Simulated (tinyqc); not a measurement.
Undoped symmetric double-gate MOSFET, analytic potential model: one step of the calculation.

An undoped body of thickness ts between two equal insulators and tied gates; long channel, electrons only, n = ni exp((psi - V)/Vt) with V the quasi-Fermi potential (0 at the source, Vd at the drain), constant mobility, no quantisation. Across the body psi(x) = V - 2 Vt ln[(ts/(2 beta)) sqrt(q ni/(2 eps0 eps_r Vt)) cos(2 beta x/ts)], x from the centre. Q is the electron charge per area of the whole body.

Question. Charges and drain current. beta (between 0 and pi/2) solves (Vg - V0 - V)/(2 Vt) = ln(beta) - ln(cos beta) + 2 r beta tan(beta). Q = 8 eps0 eps_r Vt beta tan(beta)/ts; I = mu (1/L)(4 eps0 eps_r/ts)(2 Vt)^2 [g(beta_s) - g(beta_d)] per width, g = beta tan(beta) - beta^2/2 + r beta^2 tan^2(beta), with beta_s at V = 0 and beta_d at V = Vd.

Inputs (values chosen for the exercise); material values close to those of In0.53Ga0.47As:
- T = 325 K (temperature)
- eps_r = 13.9 (relative permittivity of the semiconductor)
- ts = 8 nm (body thickness)
- mu = 110 cm^2/(V s) (channel mobility)
- L = 1 um (gate length)
- Vd = 0.8 V (drain voltage)

Constants: q = 1.602176634e-19 C, kB = 1.380649e-23 J/K, Vt = kB T/q, eps0 = 8.8541878128e-14 F/cm where lengths are in cm. Results are converted to the units shown.

beta_s = 0.079793329
beta_d = 5.0743842e-8
r = 0.87271689

Wanted: Qs; Qd; g(beta_s); g(beta_d); I.

Answer.

Qs = 2.1993 nC/cm^2
Qd = 8.8754e-13 nC/cm^2
g(beta_s) = 0.0032326
g(beta_d) = 1.2875e-15
I = 0.0068651 uA/um

The term r beta^2 tan^2(beta), which gives the square law, makes up 1.10 % of g at the source.

tinyqc, about 0.01 s, one thread, Intel Xeon 2.30GHz (shared host): `OMP_NUM_THREADS=1 python tinyqc.py 2440058 2440059 out.jsonl`
